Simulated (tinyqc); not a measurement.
Undoped symmetric double-gate MOSFET, analytic potential model: one step of the calculation.

An undoped body of thickness ts between two equal insulators and tied gates; long channel, electrons only, n = ni exp((psi - V)/Vt) with V the quasi-Fermi potential (0 at the source, Vd at the drain), constant mobility, no quantisation. Across the body psi(x) = V - 2 Vt ln[(ts/(2 beta)) sqrt(q ni/(2 eps0 eps_r Vt)) cos(2 beta x/ts)], x from the centre. Q is the electron charge per area of the whole body.

Problem. Potential and electron density across the body at the source. psi(x) as above with V = 0 and beta = beta_s; n = ni exp(psi/Vt).

Inputs (values chosen for the exercise); material values close to those of silicon:
```
symbol,value,unit,meaning
T,273,K,temperature
eps_r,11.8,,relative permittivity of the semiconductor
Nc,2.46e19,cm^-3,conduction-band density of states at T
ts,10,nm,body thickness
```

Constants: q = 1.602176634e-19 C, kB = 1.380649e-23 J/K, Vt = kB T/q, eps0 = 8.8541878128e-14 F/cm where lengths are in cm. Results are converted to the units shown.

x/ts, point 0 to 6: [0, 0.1, 0.2, 0.3, 0.4, 0.45, 0.5]
beta_s = 1.3515365
ni = 7.2021421e8 cm^-3

Wanted: psi; n.

Solution.

psi, point 0 to 6 (V): [0.51423, 0.51597, 0.52147, 0.53177, 0.54973, 0.56403, 0.58601]
n, point 0 to 6 (cm^-3): [2.2418e18, 2.4139e18, 3.0496e18, 4.7247e18, 1.0138e19, 1.8614e19, 4.7386e19]

The density at the surface is 21.1 times that at the centre (1/cos^2 beta). It reaches 1.9 Nc, where Boltzmann statistics overestimate it.

Computed by the program tinyqc: `OMP_NUM_THREADS=1 python tinyqc.py 2440035 2440036 out.jsonl`, one thread of a shared Intel Xeon 2.30GHz, about 0.01 s for the whole run.
